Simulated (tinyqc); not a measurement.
Charge stability of a double quantum dot, constant-interaction model with a charge sensor: one step of the calculation.

Capacitance matrix C = [[C1, -Cm], [-Cm, C2]], C1 = G1 + X1 + Cm + L1, C2 = G2 + X2 + Cm + L2. Gate charges n1 = (G1 V1 + X1 V2)/q, n2 = (X2 V1 + G2 V2)/q. The state (N1, N2) has U = (1/2) d^T E d with d = (N1 - n1, N2 - n2) and E = q^2 C^(-1). Leads at 0 V; no tunnel coupling, spin or level spacing. The sensor reads s1 <N1> + s2 <N2>.

Question. Energies and occupation of the charge states. U for N1, N2 = 0, 1, 2; p is proportional to exp(-U/kB T), normalised over these nine states.

Inputs (values chosen for the exercise): sensor weight of dot 1 s1 = 0.69; sensor weight of dot 2 s2 = 0.42; temperature T = 0.91 K.

Constants: q = 1.602176634e-19 C, kB = 1.380649e-23 J/K, Vt = kB T/q. Results are converted to the units shown.

E (meV):
```
           1          2
1  4.1245296  0.6186075
2  0.6186075  5.6811188
```

gate charges: n1 0.59791784, n2 0.64861138

Wanted: U; p; mean charges; sensor signal.

Answer.

```
state  U (meV)        p
(0,0)    2.172  0.00000
(0,1)    0.958  0.08481
(0,2)    5.425  0.00000
(1,0)    1.367  0.00046
(1,1)    0.772  0.91473
(1,2)    5.857  0.00000
(2,0)    4.687  0.00000
(2,1)    4.710  0.00000
(2,2)   10.414  0.00000
```

mean charges: <N1> 0.91519, <N2> 0.99954
sensor signal = 1.0513

The ground state is (1,1), 0.186 meV (2.38 kB T) below (0,1).

Program tinyqc, `OMP_NUM_THREADS=1 python tinyqc.py 2470038 2470039 out.jsonl`; Intel Xeon 2.30GHz, shared host, one thread, about 0.01 s.
